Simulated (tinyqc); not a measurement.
Worked calculation: donor in an ellipsoidal valley (Kohn-Luttinger variational method). Computed by tinyqc, a small Python program that keeps every step. Command: `OMP_NUM_THREADS=1 python tinyqc.py 3030584 3030585 out.jsonl kohnlutt walk`. One thread of a shared host (Intel(R) Xeon(R) Processor @ 2.30GHz), about 0.03 s of CPU time with the checks. Intermediate numbers are printed to about 6 digits and carried at full precision; extremes and crossings named in words are read from the listed rows.

H = -(d^2/dx^2 + d^2/dy^2) - gamma d^2/dz^2 - 2/r in units built on m_t, with gamma = m_t/m_l and z along the valley axis. One valley; no valley-orbit or central-cell term.

Inputs (values chosen for the exercise, modelled on diamond):
```
quantity,value,unit
transverse mass m_t,0.336,m_0
longitudinal mass m_l,1.52,m_0
dielectric constant eps,5.71,-
trial ratio b/a,0.55,-
observed depth chosen for 1s,367,meV
```

Constants: Ry = 13.605693123 eV; a_0 = 0.529177210903 angstrom; h x 1 THz = 4.135667696 meV.

## Effective units

Ry* = Ry m_t/eps^2, a* = a_0 eps/m_t, gamma = m_t/m_l.

Ry* = 140.213 meV

a* = 8.99286 angstrom

gamma = 0.221053

Caution: a* is only a few bond lengths, so central-cell and valley-orbit terms are large.

## Energy at a trial ratio

Trial function exp(-sqrt((x^2 + y^2)/a^2 + z^2/b^2)) with beta = b/a < 1: E = t/a^2 - u/a, t = (2 + gamma/beta^2)/3, u = 2 arcsin(sqrt(1 - beta^2))/sqrt(1 - beta^2); the best a is 2 t/u and E(beta) = -u^2/(4 t).

t = 0.910251

u = 2.36704

best a = 0.769106 a*

E(beta) = -1.53882 Ry*

## Minimum over the ratio

Golden-section search on beta from 0.05 to 0.999, 60 steps.

Search, first ten steps; c and d are the inner points:
```
step,low,high,c,E(c) (Ry*),d,E(d) (Ry*)
1,0.050000,0.999000,0.412486,-1.43809,0.636514,-1.53710
2,0.412486,0.999000,0.636514,-1.53710,0.774971,-1.48447
3,0.412486,0.774971,0.550943,-1.53900,0.636514,-1.53710
4,0.412486,0.636514,0.498057,-1.51980,0.550943,-1.53900
5,0.498057,0.636514,0.550943,-1.53900,0.583628,-1.54229
6,0.550943,0.636514,0.583628,-1.54229,0.603829,-1.54168
7,0.550943,0.603829,0.571144,-1.54170,0.583628,-1.54229
8,0.571144,0.603829,0.583628,-1.54229,0.591344,-1.54228
9,0.571144,0.591344,0.578860,-1.54216,0.583628,-1.54229
10,0.578860,0.591344,0.583628,-1.54229,0.586576,-1.54232
```

best beta = 0.587062

radius a of the 1s trial function = 6.79465 angstrom

radius b of the 1s trial function = 3.98888 angstrom

1s binding energy, trial function = 216.253 meV

The envelope is flattened along the heavy axis; beta is close to gamma^(1/3) = 0.605.

## Levels from a Gaussian basis

Gaussian basis: g = P exp(-al (x^2 + y^2) - be z^2) with P = 1 (s-like), z (2p0) or x (2p+-); al = 0.004 x 2.6^k, k = 0..11, and be/al = 1, gamma^(-1/2) or 1/gamma (36 functions); 1/r = (2/sqrt(pi)) int exp(-t^2 r^2) dt by 48 Gauss-Legendre points after t = sqrt(al_i + al_j) tan(theta); overlap eigenvalues below 1e-10 are dropped.

1s binding energy, Gaussian basis = 216.519 meV

2p0 binding energy = 78.5116 meV

2p+- binding energy = 44.6655 meV

The two-parameter trial function recovers 99.88 % of the 1s binding of the larger basis. 2p0, with its lobes along the heavy axis, is bound 1.76 times as strongly as 2p+-. Caution: the short radius is only a few bond lengths, so the envelope approximation is rough.

## Optical lines and the chemical shift

With an observed depth of 1s, the lines are 1s -> 2p0 = depth - E(2p0) and 1s -> 2p+- = depth - E(2p+-); the chemical shift is depth - E(1s, Gaussian basis); 1 meV = 1 THz/4.135667696.

line 1s -> 2p0 = 288.488 meV

line 1s -> 2p+- = 322.334 meV

chemical shift = 150.481 meV

frequency of the line 1s -> 2p+- = 77.9401 THz

The spacing of the two lines, 33.846 meV, does not depend on the depth, so it is the same for every donor in this host.

## Which single mass stands for the valley

A hydrogenic level is Ry m/eps^2 for one mass m; errors are against the Gaussian basis.

1s binding energy:
```
rule,mass (m_0),binding (meV),error (%)
transverse mass,0.33600,140.213,-35.242
conductivity mass 3/(2/m_t + 1/m_l),0.45384,189.387,-12.531
density-of-states mass (m_t^2 m_l)^(1/3),0.55570,231.894,7.101
longitudinal mass,1.52000,634.296,192.952
trial function with a and b,-,216.253,-0.123
mass that fits 1s,0.51886,216.519,0.000
```

The conductivity mass, which is what a spherical trial function (a = b) gives, falls short by 12.5 %, as a restricted variational bound must; the density-of-states mass is off by +7.1 %. The mass that fits lies between the two.

## Levels against anisotropy

The trial energy is minimised over beta by golden section from 0.05 to 0.999, 60 steps.

Binding energies (Ry*):
```
gamma,"1s, trial","1s, Gaussians",2p0,2p+-
0.055,2.05590,2.06660,0.990515,0.365769
0.110,1.80336,1.80853,0.760543,0.344312
0.220,1.54411,1.54602,0.561199,0.318745
0.330,1.39300,1.39387,0.460898,0.301933
0.370,1.35079,1.35145,0.434860,0.296955
0.610,1.17009,1.17020,0.332769,0.274098
0.860,1.05080,1.05079,0.273405,0.257481
```

As gamma falls from 0.86 to 0.055, 1s deepens from 1.051 to 2.067 Ry*, on the way from the hydrogen value 1 to the two-dimensional limit 4; 2p+- moves from 0.257 to 0.366 (limits 1/4 and 4/9), while 2p0 climbs from 0.273 to 0.991 and joins 1s as gamma tends to 0. Near gamma = 1 the trial function is almost exact and can pass the Gaussian basis, whose own error is about 3e-5 Ry*.

Checks made by the program: the Gaussian basis at gamma = 1 against 1, 1/4 and 1/4 Ry* (relative difference 3e-05); trial function against Gaussian basis (relative difference 1e-03).
